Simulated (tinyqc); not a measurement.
Worked calculation: order-disorder in a binary alloy on two sublattices: Bragg-Williams and pair (quasi-chemical) approximations. Computed by tinyqc, a small Python program that keeps every step. Command: `OMP_NUM_THREADS=1 python tinyqc.py 3008444 3008445 out.jsonl order walk`. One thread of a shared host (Intel(R) Xeon(R) Processor @ 2.30GHz), about 0.01 s of CPU time with the checks. Intermediate numbers are printed to about 6 digits and carried at full precision; extremes and crossings named in words are read from the listed rows.

All z = 8 neighbours of a site lie on the other sublattice. B fills the sublattices with x + eta/2 and x - eta/2; energies are per site, from the pure components: u = -z w y with y the probability of an A-B bond taken in one order.

Inputs (values chosen for the exercise, for a model alloy): ordering energy w = (e_AA + e_BB)/2 - e_AB = 8.62 meV; fraction x of B = 0.5; temperature T = 291 K.

Lattice: bcc (B2 order, z = 8). Method: plain iteration, 400 steps.

scattering factors f_A, f_B (electrons): 32  69

Constants: k_B = 8.617333262e-05 eV/K.

## Critical temperatures

Bragg-Williams: k_B T_c = 2 z w x (1 - x). Pair approximation at x = 1/2: k_B T_c = w/ln(z/(z - 2)).

T_c, Bragg-Williams = 400.124 K

T_c, pair approximation at x = 1/2 = 347.714 K

At x = 1/2 the pair value is 0.869 of the Bragg-Williams one; the ratio tends to 1 as z grows.

## Long-range order, Bragg-Williams

Bragg-Williams: u = -z w [x (1 - x) + eta^2/4]; minimising f gives ln[a (1 - b)/(b (1 - a))] = 2 z w eta/(k_B T) =: ln Q, a = x + eta/2, b = x - eta/2. For given Q this is a quadratic for eta, (Q - 1) eta^2/4 - (Q + 1) eta/2 + (Q - 1) x (1 - x) = 0, smaller root: the map eta -> phi(eta). Plain iteration eta = phi(eta), 400 steps at most; start at 0.999 times 2x; stop when |phi - eta| < 1e-10.

Iteration:
```
step       eta  phi(eta)     phi - eta
1     0.999000  0.879515  -1.19485e-01
2     0.879515  0.836478  -4.30366e-02
3     0.836478  0.817805  -1.86731e-02
4     0.817805  0.809121  -8.68399e-03
5     0.809121  0.804958  -4.16334e-03
6     0.804958  0.802933  -2.02460e-03
7     0.802933  0.801942  -9.91300e-04
...        ...       ...           ...
24    0.800983  0.800983  -5.88026e-09
25    0.800983  0.800983  -2.89800e-09
26    0.800983  0.800983  -1.42824e-09
27    0.800983  0.800983  -7.03885e-10
28    0.800983  0.800983  -3.46900e-10
29    0.800983  0.800983  -1.70964e-10
30    0.800983  0.800983  -8.42575e-11
```

order parameter eta = 0.800983

last residual = 8.42575e-11

Converged: eta is 80.1 % of its largest value 2x. Caution: T is near or above the T_c of the better pair approximation, so the true long-range order is lower than Bragg-Williams gives.

## Energy, entropy and site fractions

a = x + eta/2, b = x - eta/2; u = -z w [x (1 - x) + eta^2/4]; s/k_B = [s2(a) + s2(b)]/2, s2(c) = -c ln c - (1 - c) ln(1 - c); gain on ordering = f(eta) - f(0), f = u - T s. Superlattice over fundamental intensity = [eta (f_B - f_A)/2]^2/[(1 - x) f_A + x f_B]^2.

B fraction on its own sublattice = 0.900491

B fraction on the A sublattice = 0.0995087

energy u = -28.3007 meV/site

entropy s = 0.324002 k_B/site

gain on ordering = -1.80388 meV/site

intensity ratio = 0.0861007

The antisite fraction is 0.0995; the dilute estimate exp(-z w/(k_B T)) gives 0.0639.

## Short-range order at the Bragg-Williams T_c

Quasi-chemical disordered state, with T here the Bragg-Williams T_c and not the input T: y^2/[(1 - x - y)(x - y)] = exp(2 w/(k_B T)) =: E, so y = 2 x (1 - x)/(1 + r), r = sqrt(1 - 4 x (1 - x)(1 - 1/E)); Warren-Cowley alpha = 1 - y/(x (1 - x)); u = -z w y.

bond probability y = 0.281088

alpha of the disordered state at the Bragg-Williams T_c = -0.124353

energy of the disordered state = -19.3838 meV/site

Short-range order already holds 12 % of the full ordering energy z w x^2, counted from the random alloy at -z w x (1 - x); Bragg-Williams puts none there.

## Both approximations at x = 1/2

At x = 1/2 the alloy is an Ising model with K = w/(2 k_B T). Bragg-Williams: eta = tanh(z K eta), neighbour correlation -eta^2. Pair: h = (z - 1) artanh(tanh K tanh h), eta = tanh(z h/(z - 1)), correlation -(tanh K + tanh^2 h)/(1 + tanh K tanh^2 h). T is given in units of the Bragg-Williams T_c at x = 1/2, z w/(2 k_B).

Order and neighbour correlation:
```
T/T_c    T (K)  eta, Bragg-Williams  correlation, Bragg-Williams  eta, pair  correlation, pair
0.30   120.037             0.997414                    -0.994834   0.997340          -0.994718
0.45   180.056             0.973976                    -0.948629   0.970957          -0.944336
0.55   220.068             0.935529                    -0.875215   0.922525          -0.858474
0.65   260.080             0.872065                    -0.760498   0.831708          -0.715218
0.75   300.093             0.775516                    -0.601426   0.666415          -0.502704
0.85   340.105             0.629501                    -0.396272   0.289269          -0.208954
0.95   380.118             0.379485                    -0.144009   0.000000          -0.130825
1.10   440.136             0.000000                     0.000000   0.000000          -0.113150
1.50   600.186             0.000000                     0.000000   0.000000          -0.083141
```

The pair approximation loses long-range order between T/T_c = 0.85 and 0.95, at 348 K, and keeps a correlation of -0.083 in the last row. At its own T_c the correlation is -1/(z - 1) = -0.143, so the fewer the neighbours, the more of the ordering energy is released above T_c.

Checks made by the program: eta against bracketed root finding (relative difference 2e-10).
